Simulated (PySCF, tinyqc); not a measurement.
CIS on RHF in the sto-6g basis, for H4, spin multiplicity 1, step by step. The lowest restricted solution is unstable here: a spin-polarised one lies 0.0650 hartree lower (PySCF). Computed by tinyqc, a small Python program that keeps every step (integrals from PySCF). Settings: charge = 0, multiplicity = 1, basis = sto-6g, method = RHF, energy threshold = 1e-10, iteration cap = 84, orthogonalisation = symmetric, start = Wolfsberg-Helmholz matrix, DIIS depth = 6. Command: `OMP_NUM_THREADS=1 python tinyqc.py 23747 23748 out.jsonl` (the two numbers bound the seeds that draw the settings). One thread of a shared host (Intel(R) Xeon(R) Processor @ 2.60GHz), about 0.07 s of CPU time with the checks. The early iterations of the SCF are left out here.

## One-electron integrals

Geometry (angstrom):
```
atom         x         y         z
H     0.000000  0.000000  0.000000
H     0.000000  0.000000  1.246000
H     0.000000  0.000000  2.133000
H     0.000000  0.000000  3.379000
```

Basis sto-6g: exponents (1/bohr^2) and contraction coefficients of normalised primitives:
```
element  l (shell)   exponent  coefficient
H            s (1)  35.523221     0.009164
H            s (1)   6.513144     0.049361
H            s (1)   1.822143     0.168538
H            s (1)   0.625955     0.370563
H            s (1)   0.243077     0.416492
H            s (1)   0.100112     0.130334
```

Overlap, kinetic and nuclear-attraction integrals over the contracted functions; the nuclear repulsion is the sum of Za Zb / Rab.

nuclear repulsion = 2.09878255 hartree

overlap S, order 1H 1s, 2H 1s, 3H 1s, 4H 1s:
$$\begin{pmatrix}
1.000000 & 0.364763 & 0.096686 & 0.010813 \\
0.364763 & 1.000000 & 0.565361 & 0.096686 \\
0.096686 & 0.565361 & 1.000000 & 0.364763 \\
0.010813 & 0.096686 & 0.364763 & 1.000000
\end{pmatrix}$$

kinetic energy T (hartree), order 1H 1s, 2H 1s, 3H 1s, 4H 1s:
$$\begin{pmatrix}
0.768522 & 0.044672 & -0.012132 & -0.003337 \\
0.044672 & 0.768522 & 0.157644 & -0.012132 \\
-0.012132 & 0.157644 & 0.768522 & 0.044672 \\
-0.003337 & -0.012132 & 0.044672 & 0.768522
\end{pmatrix}$$

nuclear attraction V (hartree), order 1H 1s, 2H 1s, 3H 1s, 4H 1s:
$$\begin{pmatrix}
-2.064045 & -0.726289 & -0.189973 & -0.019564 \\
-0.726289 & -2.475280 & -1.313273 & -0.189973 \\
-0.189973 & -1.313273 & -2.475280 & -0.726289 \\
-0.019564 & -0.189973 & -0.726289 & -2.064045
\end{pmatrix}$$

core Hamiltonian H = T + V (hartree), order 1H 1s, 2H 1s, 3H 1s, 4H 1s:
$$\begin{pmatrix}
-1.295523 & -0.681617 & -0.202105 & -0.022901 \\
-0.681617 & -1.706758 & -1.155628 & -0.202105 \\
-0.202105 & -1.155628 & -1.706758 & -0.681617 \\
-0.022901 & -0.202105 & -0.681617 & -1.295523
\end{pmatrix}$$

## Two-electron integrals

Functions are numbered as in S; the eight-fold symmetry (ij|kl) = (ji|kl) = (kl|ij) leaves the list below.

Two-electron integrals (ij|kl) in chemists' order, unique and non-zero (hartree):
```
(11|11) 0.774999   (21|11) 0.210794   (21|21) 0.080137   (22|11) 0.405471
(22|21) 0.210794   (22|22) 0.774999   (31|11) 0.043395   (31|21) 0.018213
(31|22) 0.055330   (31|31) 0.004620   (32|11) 0.176751   (32|21) 0.092678
(32|22) 0.364530   (32|31) 0.027868   (32|32) 0.210450   (33|11) 0.247555
(33|21) 0.127355   (33|22) 0.516321   (33|31) 0.043395   (33|32) 0.364530
(33|33) 0.774999   (41|11) 0.003640   (41|21) 0.001587   (41|22) 0.005092
(41|31) 0.000436   (41|32) 0.002868   (41|33) 0.005092   (41|41) 0.000047
(42|11) 0.023002   (42|21) 0.011436   (42|22) 0.043395   (42|31) 0.003614
(42|32) 0.027868   (42|33) 0.055330   (42|41) 0.000436   (42|42) 0.004620
(43|11) 0.070735   (43|21) 0.033903   (43|22) 0.127355   (43|31) 0.011436
(43|32) 0.092678   (43|33) 0.210794   (43|41) 0.001587   (43|42) 0.018213
(43|43) 0.080137   (44|11) 0.156605   (44|21) 0.070735   (44|22) 0.247555
(44|31) 0.023002   (44|32) 0.176751   (44|33) 0.405471   (44|41) 0.003640
(44|42) 0.043395   (44|43) 0.210794   (44|44) 0.774999
```

## Orthogonalisation

S = U s U^T; symmetric (Loewdin) form X = U s^(-1/2) U^T, so that X^T S X = 1.

eigenvalues of S: [0.326236, 0.749741, 1.097590, 1.826433]

X, order 1H 1s, 2H 1s, 3H 1s, 4H 1s:
$$\begin{pmatrix}
1.060349 & -0.227292 & 0.049449 & -0.006066 \\
-0.227292 & 1.239722 & -0.399162 & 0.049449 \\
0.049449 & -0.399162 & 1.239722 & -0.227292 \\
-0.006066 & 0.049449 & -0.227292 & 1.060349
\end{pmatrix}$$

## Starting guess

The start is the generalised Wolfsberg-Helmholz matrix (K = 1.75) built on H; D = 2 C_occ C_occ^T.

D at the start, order 1H 1s, 2H 1s, 3H 1s, 4H 1s:
$$\begin{pmatrix}
0.750581 & 0.494618 & -0.252237 & -0.697187 \\
0.494618 & 0.742779 & 0.357501 & -0.252237 \\
-0.252237 & 0.357501 & 0.742779 & 0.494618 \\
-0.697187 & -0.252237 & 0.494618 & 0.750581
\end{pmatrix}$$

## Iteration 9 (converged): orbitals

converged F (hartree), order 1H 1s, 2H 1s, 3H 1s, 4H 1s:
$$\begin{pmatrix}
-0.180983 & -0.369391 & -0.136466 & 0.022636 \\
-0.369391 & -0.345215 & -0.475455 & -0.136466 \\
-0.136466 & -0.475455 & -0.345215 & -0.369391 \\
0.022636 & -0.136466 & -0.369391 & -0.180983
\end{pmatrix}$$

Diagonalise F' = X^T F X, C = X C', fill 2 alpha and 2 beta electrons from the bottom; D = 2 C_occ C_occ^T. Each column has its largest component positive (the first on a tie).

F' = X^T F X (hartree):
$$\begin{pmatrix}
-0.048188 & -0.367909 & 0.055996 & 0.035920 \\
-0.367909 & 0.055949 & -0.489556 & 0.055996 \\
0.055996 & -0.489556 & 0.055949 & -0.367909 \\
0.035920 & 0.055996 & -0.367909 & -0.048188
\end{pmatrix}$$

orbital energies (hartree): MO1 -0.599331, MO2 -0.297316, MO3 0.153456, MO4 0.758713

coefficients C, order 1H 1s, 2H 1s, 3H 1s, 4H 1s:
$$\begin{pmatrix}
0.238731 & 0.585734 & 0.717341 & -0.513643 \\
0.465877 & 0.345891 & -0.389928 & 1.123219 \\
0.465877 & -0.345891 & -0.389928 & -1.123219 \\
0.238731 & -0.585734 & 0.717341 & 0.513643
\end{pmatrix}$$

D after iteration 9, order 1H 1s, 2H 1s, 3H 1s, 4H 1s:
$$\begin{pmatrix}
0.800153 & 0.627639 & -0.182762 & -0.572183 \\
0.627639 & 0.673363 & 0.194800 & -0.182762 \\
-0.182762 & 0.194800 & 0.673363 & 0.627639 \\
-0.572183 & -0.182762 & 0.627639 & 0.800153
\end{pmatrix}$$

## Convergence

Stop when the energy changes by less than 1e-10 hartree and every element of the error matrix X^T (F D S - S D F) X is below 3e-06.

Course of the cycle:
```
iteration  E (hartree)     change  largest element of the error matrix
1          -1.94616782          -                             9.24e-02
2          -1.97452283  -2.84e-02                             4.10e-02
3          -1.97724386  -2.72e-03                             1.20e-02
4          -1.97750532  -2.61e-04                             1.11e-04
5          -1.97750534  -2.83e-08                             3.41e-05
6          -1.97750535  -1.89e-09                             2.00e-05
7          -1.97750535  -4.96e-10                             1.41e-05
8          -1.97750535  -4.88e-10                             7.19e-07
9          -1.97750535  -9.07e-13                             1.39e-09
```

PySCF RHF in the same basis = -1.97750535 hartree

Converged in 9 iterations.

## Populations, bond orders and dipole

Mulliken: Z minus the diagonal of D S on the atom; Loewdin: the same with S^(1/2) D S^(1/2); Mayer order: 2 sum_s sum (D(s) S)_ij (D(s) S)_ji over the two atoms.

Charges (e):
```
atom   Mulliken    Loewdin
1H    -0.005235  -0.018252
2H     0.005235   0.018252
3H     0.005235   0.018252
4H    -0.005235  -0.018252
```

Mayer bond orders:
```
pair      order
2-1    0.677250
3-1   -0.001622
3-2    0.324344
4-1    0.324344
4-2   -0.001622
4-3    0.677250
```

dipole moment about the origin, x y z (debye): [0.000000, 0.000000, 0.000000]

## Integrals over molecular orbitals

(pq|rs) = sum C_ip C_jq C_kr C_ls (ij|kl), one index at a time.

one-electron integrals over orbitals h = C^T H C (hartree):
$$\begin{pmatrix}
-1.785937 & 0.000000 & 0.162250 & 0.000000 \\
0.000000 & -1.393705 & 0.000000 & -0.123048 \\
0.162250 & 0.000000 & -1.238531 & 0.000000 \\
0.000000 & -0.123048 & 0.000000 & -0.955555
\end{pmatrix}$$

Two-electron integrals over orbitals (pq|rs), unique and non-zero (hartree):
```
(11|11) 0.522166    (21|21) 0.116038    (22|11) 0.390239    (22|22) 0.431949
(31|11) -0.104561   (31|22) 0.025309    (31|31) 0.097977    (32|21) 0.108308
(32|32) 0.182691    (33|11) 0.405012    (33|22) 0.431316    (33|31) 0.012154
(33|33) 0.445377    (41|21) 0.054987    (41|32) -0.032193   (41|41) 0.115384
(42|11) 0.098192    (42|22) -0.018349   (42|31) -0.087455   (42|33) -0.019518
(42|42) 0.092773    (43|21) -0.112658   (43|32) -0.111581   (43|41) -0.053872
(43|43) 0.123028    (44|11) 0.544348    (44|22) 0.416864    (44|31) -0.105639
(44|33) 0.432041    (44|42) 0.106502    (44|44) 0.598587
```

## CIS matrix, singlets

A(ia,jb) = (e_a - e_i) d_ij d_ab + 2 (ia|jb) - (ij|ab).

CIS matrix A, singlet (hartree), order 1>3, 1>4, 2>3, 2>4:
$$\begin{pmatrix}
0.543730 & 0.000000 & 0.000000 & -0.062253 \\
0.000000 & 1.044463 & 0.048272 & 0.000000 \\
0.000000 & 0.048272 & 0.384837 & 0.000000 \\
-0.062253 & 0.000000 & 0.000000 & 0.824710
\end{pmatrix}$$

## CIS singlet states

dipole integrals <i|r|a> (bohr), order 1>3, 1>4, 2>3, 2>4:
$$\begin{pmatrix}
0.000000 & 0.000000 & 0.000000 \\
0.000000 & 0.000000 & -0.021026 \\
0.000000 & 0.000000 & -2.377404 \\
0.000000 & 0.000000 & 0.000000
\end{pmatrix}$$

Diagonalise A (1 hartree = 27.211386 eV); each vector has its largest component positive (the first on a tie). The transition dipole is mu = sqrt2 sum c_ia <i|r|a>.

singlet excitation energies (eV): [10.376333, 14.437138, 22.800007, 28.516909]

lowest vectors, order 1>3, 1>4, 2>3, 2>4:
$$\begin{pmatrix}
0.000000 & 0.978331 & -0.207046 & 0.000000 \\
-0.072601 & 0.000000 & 0.000000 & 0.997361 \\
0.997361 & 0.000000 & 0.000000 & 0.072601 \\
0.000000 & 0.207046 & 0.978331 & 0.000000
\end{pmatrix}$$

oscillator strengths 2/3 w |mu|^2: [2.854850, 0.000000, 0.000000, 0.052357]

## CIS matrix, triplets

A(ia,jb) = (e_a - e_i) d_ij d_ab - (ij|ab).

CIS matrix A, triplet (hartree), order 1>3, 1>4, 2>3, 2>4:
$$\begin{pmatrix}
0.347775 & 0.000000 & 0.000000 & 0.112658 \\
0.000000 & 0.813696 & 0.112658 & 0.000000 \\
0.000000 & 0.112658 & 0.019455 & 0.000000 \\
0.112658 & 0.000000 & 0.000000 & 0.639164
\end{pmatrix}$$

## CIS triplet states

Diagonalise A (1 hartree = 27.211386 eV); each vector has its largest component positive (the first on a tie).

triplet excitation energies (eV): [0.102987, 8.416465, 18.439517, 22.568211]

lowest vectors, order 1>3, 1>4, 2>3, 2>4:
$$\begin{pmatrix}
0.000000 & 0.946332 & 0.323197 & 0.000000 \\
-0.137772 & 0.000000 & 0.000000 & 0.990464 \\
0.990464 & 0.000000 & 0.000000 & 0.137772 \\
0.000000 & -0.323197 & 0.946332 & 0.000000
\end{pmatrix}$$
